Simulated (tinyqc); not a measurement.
Worked calculation: Born-Oppenheimer dynamics on the RHF/sto-6g surface (energies and gradients from PySCF), for BeH+, spin multiplicity 1. Computed by tinyqc, a small Python program that keeps every step (integrals from PySCF). Settings: charge = 1, multiplicity = 1, basis = sto-6g, time step (fs) = 0.2, steps = 16. Command: `OMP_NUM_THREADS=1 python tinyqc.py 29832 29833 out.jsonl` (the two numbers bound the seeds that draw the settings). One thread of a shared host (Intel(R) Xeon(R) Processor @ 2.60GHz), about 2 s of CPU time with the checks.

## Velocity Verlet step 1

positions (bohr), order 1Be, 2H:
```
[[0.000000, 0.000000, 0.000000],
 [0.000000, 0.000000, 2.294128]]
```

velocities (bohr per atomic time unit), order 1Be, 2H:
```
[[-0.000136489, 0.000170586, 0.000158415],
 [0.001220511, -0.001525414, -0.001416585]]
```

gradient (hartree/bohr), order 1Be, 2H:
```
[[0.00000000, 0.00000000, 0.05076730],
 [0.00000000, 0.00000000, -0.05076730]]
```

masses (electron masses): [16428.202802, 1837.152588]

gradient after step 1 (hartree/bohr), order 1Be, 2H:
```
[[0.00026843, -0.00033549, 0.05459858],
 [-0.00026843, 0.00033549, -0.05459858]]
```

dt = 0.2 fs = 8.2683 atomic units; x' = x + v dt - g dt^2 / (2m); after the new gradient g', v' = v - (g + g') dt / (2m).

positions after step 1 (bohr), order 1Be, 2H:
```
[[-0.001129, 0.001410, 0.001204],
 [0.010092, -0.012613, 2.283359]]
```

velocities after step 1 (bohr per atomic time unit), order 1Be, 2H:
```
[[-0.000136556, 0.000170670, 0.000131900],
 [0.001221115, -0.001526169, -0.001179480]]
```

## Velocity Verlet step 2

gradient after step 2 (hartree/bohr), order 1Be, 2H:
```
[[0.00057023, -0.00071268, 0.05771705],
 [-0.00057023, 0.00071268, -0.05771705]]
```

As before.

positions after step 2 (bohr), order 1Be, 2H:
```
[[-0.002258, 0.002822, 0.002181],
 [0.020193, -0.025238, 2.274623]]
```

velocities after step 2 (bohr per atomic time unit), order 1Be, 2H:
```
[[-0.000136767, 0.000170934, 0.000103636],
 [0.001223003, -0.001528528, -0.000926737]]
```

## Energy conservation

The total energy should stay constant up to terms of order dt^2; the step counts as short enough if it moves by less than 2 % of the largest kinetic energy.

Trajectory:
```
time (fs)  1Be-2H (angstrom)  potential (hartree)  kinetic (hartree)  total (hartree)
0.000000            1.214000         -14.81833363         0.00594728     -14.81238634
0.200000            1.207702         -14.81770669         0.00532249     -14.81238420
0.400000            1.202675         -14.81717320         0.00479089     -14.81238231
0.600000            1.198988         -14.81676293         0.00438212     -14.81238082
0.800000            1.196693         -14.81649933         0.00411949     -14.81237984
1.000000            1.195823         -14.81639769         0.00401822     -14.81237946
1.200000            1.196389         -14.81646395         0.00408424     -14.81237971
1.400000            1.198384         -14.81669423         0.00431367     -14.81238056
1.600000            1.201780         -14.81707515         0.00469320     -14.81238195
1.800000            1.206529         -14.81758485         0.00520108     -14.81238377
2.000000            1.212564         -14.81819473         0.00580886     -14.81238588
2.200000            1.219805         -14.81887153         0.00648341     -14.81238812
2.400000            1.228155         -14.81957967         0.00718933     -14.81239034
2.600000            1.237506         -14.82028357         0.00789115     -14.81239243
2.800000            1.247743         -14.82094971         0.00855546     -14.81239425
3.000000            1.258742         -14.82154835         0.00915261     -14.81239574
3.200000            1.270376         -14.82205481         0.00965795     -14.81239686
```

The total energy moves within 1.7e-05 hartree, under 2 % of the largest kinetic energy.
